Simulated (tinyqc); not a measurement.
Donor or exciton in a quantum well (variational effective-mass method): one step, computed by the program tinyqc.

H = -nabla^2 - 2/|r - r_i| + V(z) in effective units; trial function psi = f(z) exp(-|r - r_i|/lambda), f the ground state of the well. Mass and screening are the same in well and barrier; l = L/a* is the width in effective units. Bands are flat: no polarisation or applied field.

Problem. Binding at the trial radius. k solves k tan(k l/2) = sqrt(v - k^2), v = V_0/Ry*, 0 < k l/2 < pi/2 (bisection); f = cos(k z) inside and cos(k l/2) exp(-kappa (|z| - l/2)) outside, kappa = sqrt(v - k^2); subband energy k^2 Ry*. Binding E_b(lambda) = -1/lambda^2 + 4 A/(lambda B), with A = int f^2 exp(-2 s/lambda) dz, B = int f^2 exp(-2 s/lambda)(1 + 2 s/lambda) dz and s = |z - z_i|; 40 Gauss-Legendre points on each piece between the walls at z = -l/2 and l/2 and z_i, and out to 12/(kappa + 1/lambda) beyond the walls.

Inputs (values chosen for the exercise, for a model semiconductor): trial radius lambda = 0.43 a*; donor position z_i/L from the centre = 0.5; barrier height V_0 = 0.15 eV.

Centre: donor. Barriers: finite.

l = 1.181079

Ry* = 6.252616 meV

Give: A; B; E_b(lambda).

Solution.

A = 0.1155 a*

B = 0.2647 a*

E_b(lambda) = -1.351 Ry*
